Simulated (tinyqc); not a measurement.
Field length and prefactor from two substrate currents.

Problem. For Em = (Vd - Vdsat)/l, Isub/Id = (Ai/Bi)(Vd - Vdsat) exp(-Bi l/(Vd - Vdsat)), and l = sqrt(3 tox xj). Find l, Ai and xj.

Parameters, values chosen for the exercise: oxide thickness tox = 7.7 nm; ionisation field Bi = 1.64 MV/cm.

Isub/Id at Vd - Vdsat = 1.8 and 2.4 V: [0.0123377260, 0.0600799746]

Solution. ln[Isub/(Id (Vd - Vdsat))] is linear in 1/(Vd - Vdsat) with slope -Bi l.

l = 56.87 nm
Ai = 2.000e6 1/cm
xj = 140.0 nm

Numbers from tinyqc (`OMP_NUM_THREADS=1 python tinyqc.py 2550149 2550150 out.jsonl`; about 0.01 s on one thread of a shared Intel Xeon 2.30GHz).
